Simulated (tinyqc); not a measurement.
Inputs raised by 5 %, one at a time: oxidation of curved silicon (wires and holes): cylindrical Deal-Grove kinetics with stress-retarded reaction. Computed by tinyqc, a small Python program. Command: `OMP_NUM_THREADS=1 python tinyqc.py 3003046 3003047 out.jsonl wireox sens`. One thread of a shared host (Intel(R) Xeon(R) Processor @ 2.30GHz), about 0.02 s of CPU time with the checks.

Silicon fills r < a and oxide a < r < b. One volume of silicon gives 2.25 volumes of oxide, and the length is fixed.

Inputs (values chosen for the exercise, close to those used for silicon in dry oxygen):

| quantity | value | unit |
|---|---|---|
| prefactor B0 | 778 | um^2/h |
| activation energy E_B | 1.22 | eV |
| prefactor (B/A)0 | 5.21e+06 | um/h |
| activation energy E_A | 2 | eV |
| starting silicon radius a0 | 58 | nm |
| starting oxide x_i | 2 | nm |
| viscosity prefactor eta0 | 2.1e-08 | Pa s |
| viscosity energy E_eta | 5.68 | eV |
| critical shear stress s_c | 98 | MPa |
| activation volume V_k | 12 | angstrom^3 |
| temperature T | 1000 | C |
| time t | 0.16 | h |

Shape: wire (convex).

Constants: k_B = 8.617333262e-05 eV/K.

Method:
- B = B0 exp(-E_B/(k_B T)), B/A = (B/A)0 exp(-E_A/(k_B T)), eta = eta0 exp(E_eta/(k_B T)); 1 um = 1000 nm.
- Temperatures in kelvin are T(C) + 273.15.
- Geometry: b^2 = b0^2 + 1.25 (a0^2 - a^2), b0 = a0 + x_i.
- Rate of oxide made per interface area: q = 1/[1/k + 2 a |ln(b/a)|/B], and |da/dt| = q/2.25. Reaction k = (B/A) exp(-sigma V_k/(k_B T)). New oxide pushes the old with radial speed u = 1.25 |da/dt| at r = a; the shear stress at radius r is s_c asinh(z a^2/r^2), z = 2 eta u/(a s_c) (Eyring flow), and the compressive normal stress at the interface is sigma = |int_a^b 2 s/r dr| = s_c |F(z) - F(z a^2/b^2)|, F(y) = int_0^y asinh(w)/w dw. q and sigma are solved together. 1 MPa angstrom^3 = 6.241509e-6 eV.
- Integrate da/dt adaptively (tolerance 1e-8); a wire counts as consumed at a = 0.5 nm and a hole as closed at b = 0.5 nm. Planar reference: x^2 + A x = B t + x_i^2 + A x_i, A = B/(B/A).

Runs:

| input moved | from | to | oxide thickness (nm) | silicon radius a (nm) | normal stress at time t (MPa) | ratio to the planar thickness |
|---|---|---|---|---|---|---|
| base run | - | - | 10.075 | 54.206 | 267.97 | 0.88368 |
| prefactor (B/A)0 (um/h) | 5210000 | 5470500 | 10.403 | 54.047 | 277.87 | 0.88038 |
| prefactor B0 (um^2/h) | 778 | 816.9 | 10.093 | 54.198 | 268.55 | 0.88296 |
| starting silicon radius a0 (nm) | 58 | 60.9 | 10.132 | 57.088 | 255.61 | 0.88868 |
| viscosity prefactor eta0 (Pa s) | 2.1e-08 | 2.205e-08 | 10.071 | 54.208 | 269.45 | 0.88329 |
| activation volume V_k (angstrom^3) | 12 | 12.6 | 10.038 | 54.224 | 266.74 | 0.88041 |
| time t (h) | 0.16 | 0.168 | 10.427 | 54.035 | 276.98 | 0.87999 |

Exponents ln(y'/y) / ln(x'/x):

| input | oxide thickness | silicon radius a | normal stress at time t | ratio to the planar thickness |
|---|---|---|---|---|
| prefactor (B/A)0 | 0.656 | -0.060 | 0.743 | -0.077 |
| prefactor B0 | 0.036 | -0.003 | 0.044 | -0.017 |
| starting silicon radius a0 | 0.116 | 1.062 | -0.968 | 0.116 |
| viscosity prefactor eta0 | -0.009 | 0.001 | 0.113 | -0.009 |
| activation volume V_k | -0.076 | 0.007 | -0.094 | -0.076 |
| time t | 0.704 | -0.065 | 0.678 | -0.086 |

Among the inputs moved here: oxide thickness answers most in size to time t (exponent +0.704), next to prefactor (B/A)0 (+0.656). Silicon radius a answers most in size to starting silicon radius a0 (exponent +1.062), next to time t (-0.065). Normal stress at time t answers most in size to starting silicon radius a0 (exponent -0.968), next to prefactor (B/A)0 (+0.743). Ratio to the planar thickness answers most in size to starting silicon radius a0 (exponent +0.116), next to time t (-0.086).

Caution (all rows): planar dry oxides this thin grow faster than Deal-Grove predicts. Caution (all rows): the oxide is taken as a purely viscous fluid in steady flow; elasticity, stress-dependent diffusion and thin-oxide enhancement are left out.
